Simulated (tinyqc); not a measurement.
## Screening length from the swing

Inverse problem. In a simple model of a Schottky-barrier transistor a barrier thinner than d = 2.9 nm is transparent, so the effective barrier is pn - psi (1 - exp(-d/lam)) and the swing beyond flat band is Vt ln 10/(1 - exp(-d/lam)). Find the thermionic swing, lam, and the effective barrier at psi = 0.2 V.

Values chosen for this exercise: temperature T = 300 K; barrier for electrons at both contacts pn = 0.89 eV.

Constants: q = 1.602176634e-19 C, kB = 1.380649e-23 J/K, Vt = kB T/q. Results are converted to the units shown.

swing in the tunnelling range = 86.708275 mV/decade

Solution. The ratio of the two swings is 1 - exp(-d/lam).

Vt ln 10 = 59.5 mV/decade
lam = 2.50 nm
effective barrier = 0.753 eV

Program tinyqc, `OMP_NUM_THREADS=1 python tinyqc.py 2390127 2390128 out.jsonl`; Intel Xeon 2.30GHz, shared host, one thread, about 0.07 s.
